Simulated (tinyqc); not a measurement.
# On-chip interconnect, size-dependent resistivity and RC delay, step by step

Program tinyqc, `OMP_NUM_THREADS=1 python tinyqc.py 2100044 2100045 out.jsonl`; Intel Xeon 2.30GHz, shared host, one thread, about 0.01 s. Printed values are rounded.

A rectangular line between two neighbours and two ground planes. Surface and grain-boundary scattering are added to the bulk resistivity as corrections; capacitances are parallel-plate values without fringing; inductance is ignored.

Values chosen for this exercise; metal values close to those of cobalt: bulk resistivity rho0 = 6.36 uohm cm; bulk mean free path lam = 11.9 nm; specular share of surface scattering ps = 0; reflection coefficient of grain boundaries Rg = 0.54; grain size over the metal width gr = 1; drawn line width wd = 47 nm; aspect ratio, height over width AR = 1.7; liner on both walls and the bottom, not conducting tl = 0.4 nm; space to the neighbouring lines sp = 47 nm; dielectric height to the planes above and below hd = 71 nm; relative permittivity of the dielectric ek = 4.2; Miller factor of the neighbours Mf = 2; line length Lw = 94 um; driver resistance Rd = 1400 ohm; load capacitance Cl = 0.21 fF; time step dt = 9 ps.

Constants: eps0 = 8.8541878128e-12 F/m. Results are converted to the units shown.

## Resistivity, resistance and capacitance per length

Metal width x = wd - 2 tl, height y = AR wd - tl; grain boundaries (Mayadas-Shatzkes): al = (lam/(gr x)) Rg/(1 - Rg), g = 1/[1 - 3 al/2 + 3 al^2 - 3 al^3 ln(1 + 1/al)] - 1; surfaces (Fuchs-Sondheimer, thick limit): s = (3/8) lam (1 - ps)(1/x + 1/y); rho = rho0 (1 + g + s); r = rho/(x y); c = eps0 ek (2 wd/hd + 2 Mf AR wd/sp).

x = 46.2 nm
y = 79.5 nm
al = 0.3023715
g = 0.4293518
s = 0.1527230
rho = 10.06200 uohm cm
r = 27.39523 ohm/um
c = 0.3021099 fF/um

rho is 1.58 times the bulk value; grain boundaries add more (0.429 against 0.153). The liner takes 2.19 % of the cross-section.

## Ladder and Elmore delays

4 equal pi sections: series Rs = r Lw/4; node capacitances c Lw/4, halved at nodes 0 and 4, with Cl added to node 4; Rd feeds node 0. Elmore delay of node k: the sum, over the resistors on the path to k, of resistance times all capacitance downstream of it.

Rs = 643.7880 ohm

| node | C (fF) | Elmore delay (ps) |
|---|---|---|
| 0 | 3.549791 | 40.05166 |
| 1 | 7.099582 | 56.18405 |
| 2 | 7.099582 | 67.74581 |
| 3 | 7.099582 | 74.73694 |
| 4 | 3.759791 | 77.15745 |

The far-end value equals Rd (c Lw + Cl) + r Lw (c Lw/2 + Cl) for any number of pi sections; the line resistance contributes 48.1 % of it.

## Step 1: node voltages after a time step

v at t = 0, node 0 to 4 (V): [0, 0, 0, 0, 0]

A 1 V step is applied behind Rd at t = 0. C dv/dt = -G v + b, with G the conductance matrix of the ladder (1/Rs between neighbours, 1/Rd added at node 0) and b = (1 V/Rd, 0, ...). Trapezoidal step: (C/dt + G/2) v(new) = (C/dt - G/2) v + b.

v at t = 1 dt, node 0 to 4 (V): [0.5793468, 0.2202813, 0.0849542, 0.0359145, 0.0233531]

## Step 2: node voltages after a time step

As before.

v at t = 2 dt, node 0 to 4 (V): [0.4972824, 0.3900610, 0.2315456, 0.1356349, 0.1045313]

## Course in time

A 1 V step is applied behind Rd at t = 0. C dv/dt = -G v + b, with G the conductance matrix of the ladder (1/Rs between neighbours, 1/Rd added at node 0) and b = (1 V/Rd, 0, ...). Trapezoidal step: (C/dt + G/2) v(new) = (C/dt - G/2) v + b. The last column solves the same ladder exactly by its modes.

Voltages (V):

| t (ps) | node 0 | node 2 | node 4 | node 4, exact |
|---|---|---|---|---|
| 9.000 | 0.5793 | 0.0850 | 0.0234 | 0.0242 |
| 18.00 | 0.4973 | 0.2315 | 0.1045 | 0.1146 |
| 27.00 | 0.6471 | 0.3256 | 0.2176 | 0.2189 |
| 36.00 | 0.6455 | 0.4090 | 0.3165 | 0.3158 |
| 45.00 | 0.7169 | 0.4864 | 0.4017 | 0.4017 |
| 54.00 | 0.7372 | 0.5489 | 0.4780 | 0.4771 |
| 63.00 | 0.7795 | 0.6076 | 0.5435 | 0.5430 |
| 72.00 | 0.8019 | 0.6559 | 0.6013 | 0.6006 |
| 81.00 | 0.8301 | 0.7002 | 0.6516 | 0.6510 |
| 90.00 | 0.8497 | 0.7375 | 0.6956 | 0.6950 |
| 99.00 | 0.8698 | 0.7710 | 0.7340 | 0.7334 |
| 108.0 | 0.8855 | 0.7997 | 0.7676 | 0.7670 |

The far end of the ladder reaches 0.5 V at 57.00 ps, 0.739 of its Elmore delay (ln 2 = 0.693 for a single pole); the slowest mode has a time constant of 66.78 ps. The largest error of the trapezoidal steps at that node is 10 mV. Node 0 swings up and down from step to step: the trapezoidal rule does not damp modes much faster than dt, so these swings are numerical.
